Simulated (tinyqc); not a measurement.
## Cell and bit-line capacitance from two signals

Question. In a DRAM a freshly written one gives the bit-line signal (Vd/2) Cs/(Cs + Cb). Find Cs and Cb.

Values chosen for this exercise: array voltage Vd = 1.5 V.

signal of a fresh one without and with 30 fF added to the bit line (mV): [173.68421, 132]

Answer. (Vd/2)/signal = 1 + Cb/Cs, and the added capacitance raises it by its ratio to Cs.

Cs = 22.00 fF
Cb = 73.00 fF

Program tinyqc, `OMP_NUM_THREADS=1 python tinyqc.py 2130059 2130060 out.jsonl`; Intel Xeon 2.30GHz, shared host, one thread, about 0.01 s.
